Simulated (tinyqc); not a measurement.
What each parameter does: sp3s* tight binding.

sp3s* tight binding, nearest neighbours only: anion (a) at 0, cation (c) at a/4 (1,1,1), orbitals s, px, py, pz, s* on each; k in units of 2 pi/a. With phases e_j = exp(i (pi/2) k.n_j) for n = (1,1,1), (1,-1,-1), (-1,1,-1), (-1,-1,1): g0 = (e1+e2+e3+e4)/4, g1 = (e1+e2-e3-e4)/4, g2 = (e1-e2+e3-e4)/4, g3 = (e1-e2-e3+e4)/4. The diagonal holds the levels Esa, Epa, Exa (s*) and Esc, Epc, Exc. Anion-cation block: <sa|sc> = Vss g0; <sa|xc> = Vsapc g1; <xa|sc> = -Vscpa g1; <xa|xc> = Vxx g0; <xa|yc> = <ya|xc> = Vxy g3, <xa|zc> = <za|xc> = Vxy g2, <ya|zc> = <za|yc> = Vxy g1; <s*a|xc> = Vxapc g1; <xa|s*c> = -Vpaxc g1; y and z take g2 and g3 in place of g1; s-s* and s*-s* vanish.

Parameters, chosen for this exercise (near a published set for GaAs, fitted to gaps, whose masses and valley positions are rough; shifted at random, so the results belong to these values and not to a real crystal):

| symbol | value | unit | meaning |
|---|---|---|---|
| Esa | -8.326 | eV | s level of the anion |
| Epa | 1.039 | eV | p level of the anion |
| Esc | -2.655 | eV | s level of the cation |
| Epc | 3.665 | eV | p level of the cation |
| Exa | 8.579 | eV | s* level of the anion |
| Exc | 6.721 | eV | s* level of the cation |
| Vss | -6.46 | eV | s-s |
| Vxx | 1.95 | eV | px-px |
| Vxy | 5.08 | eV | px-py |
| Vsapc | 4.478 | eV | s anion, p cation |
| Vscpa | 5.791 | eV | s cation, p anion |
| Vxapc | 4.851 | eV | s* anion, p cation |
| Vpaxc | 4.797 | eV | p anion, s* cation |

Gaps from the top of the valence band at Gamma; Delta is the minimum on (x,0,0), 0.5 <= x <= 1.

Results for these values:

| case | Ev (eV) | gap Gamma (eV) | gap Delta (eV) | gap L (eV) |
|---|---|---|---|---|
| base | 0.0012 | 1.5632 | 2.0162 | 1.6911 |

What happens to each result for Exa = 8.279 eV, all else kept?

Answer: Ev does not change at the printed digits; gap Gamma does not change at the printed digits; gap Delta falls from 2.0162 to 1.9197; gap L falls from 1.6911 to 1.6648.

The same for each parameter in turn:

| case | Ev (eV) | gap Gamma (eV) | gap Delta (eV) | gap L (eV) |
|---|---|---|---|---|
| base | 0.0012 | 1.5632 | 2.0162 | 1.6911 |
| Epc = 3.365 eV | -0.0685 | 1.6329 | 1.9117 | 1.6908 |
| Esa = -8.026 eV | 0.0012 | 1.6543 | 2.0493 | 1.7367 |
| Vpaxc = 4.497 eV | 0.0012 | 1.5632 | 2.0162 | 1.7270 |
| Esc = -2.455 eV | 0.0012 | 1.7040 | 2.0162 | 1.7704 |
| Exc = 6.921 eV | 0.0012 | 1.5632 | 2.0162 | 1.7026 |
| Exa = 8.279 eV | 0.0012 | 1.5632 | 1.9197 | 1.6648 |

Vpaxc, Exc and Exa cannot move Ev or the gap at Gamma, whose blocks do not hold them; s parameters never move Ev, and move the gap only where the lowest empty level at Gamma is s-like.

Computed by tinyqc, a small Python program: `OMP_NUM_THREADS=1 python tinyqc.py 1480511 1480512 out.jsonl` (the numbers bound the seed that draws the inputs); one thread of a shared host (Intel(R) Xeon(R) Processor @ 2.30GHz), about 0.1 s for the whole set of steps.
